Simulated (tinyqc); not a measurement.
AlGaN/GaN HEMT with access regions, lumped model: two steps of the calculation.

A polarisation-induced electron sheet under a Schottky gate, in series with two ungated access regions and contacts. Drift law v = mu E/(1 + mu E/vs) under the gate. Currents in mA/mm, resistances in ohm mm. No self-heating, no channel-length modulation; fits for polarisation, barrier and offset are chosen for the exercise.

Values chosen for this exercise; values close to those of AlGaN/GaN structures:
- x = 0.3 (aluminium share of the barrier)
- d = 18 nm (barrier thickness)
- eps_r = 9.4 (relative permittivity of barrier and channel)
- mu = 1600 cm^2/(V s) (channel mobility)
- vs = 1.4e7 cm/s (saturation velocity)
- Lg = 0.15 um (gate length)
- Ls = 1 um (source access length)
- Ld = 2 um (drain access length)
- Rc = 0.33 ohm mm (resistance of each contact)
- ft = 0 (share of the drain-access electrons removed by traps)
- Vg = 0 V (gate voltage)
- Ec = 2.6 MV/cm (critical field)
- te = 0.16 um (depth over which the depleted charge spreads)
- tf = 100 nm (insulator under the field plate)
- ei = 3.9 (relative permittivity of that insulator)

Constants: q = 1.602176634e-19 C, eps0 = 8.8541878128e-14 F/cm where lengths are in cm. Results are converted to the units shown.

Task 1. Polarisation charge, threshold and sheet resistance. sigma = (5e13 x + 1.6e13 x^2) cm^-2, phiB = 0.84 + 1.3 x, dEc = 0.7 (1.71 x + x^2) in volts, Cb = eps0 eps_r/d, VT = phiB - dEc - q sigma/Cb, access density n0 = -Cb VT/q. Rsh = 1/(q mu n0); largest access current q n0 vs.

Wanted: sigma; Cb; VT; n0; Rsh; q n0 vs.

Result 1.

sigma = 1.6440e13 cm^-2
Cb = 0.46239 uF/cm^2
VT = -4.8886 V
n0 = 1.4108e13 cm^-2
Rsh = 276.50 ohm
q n0 vs = 3164.6 mA/mm

Task 2. On-resistance and breakdown. Ron = 2 Rc + Ls/(q mu n0) + Ld/(q mu (1 - ft) n0) + Lg/(mu Cb (Vg - VT)). Off state: a depleted stretch that holds the voltage V has the peak field sqrt(k V), k = 2 q n0/(eps0 eps_r te), so one edge holds V1 = Ec^2/k. The sheet under the plate pinches off at Vf = q n0 (1/Cb + tf/(eps0 ei)); beyond it the gate edge is screened. BV = V1 if Vf >= V1, else Vf + V1, and at most Ec Ld. Specific resistance Ron (Ls + Lg + Ld); figure of merit BV^2 over it.

Find: Ron; Vf; V1; BV; specific resistance; figure of merit.

Result 2.

Ron = 1.531 ohm mm
Vf = 70.35 V
V1 = 19.91 V
BV = 19.91 V
specific resistance = 0.04823 mohm cm^2
figure of merit = 8.222 MW/cm^2

The plate pinches off too late to screen the gate edge, so it adds nothing.

Computed by the program tinyqc: `OMP_NUM_THREADS=1 python tinyqc.py 2570160 2570161 out.jsonl`, one thread of a shared Intel Xeon 2.30GHz, about 0.04 s for the whole run.
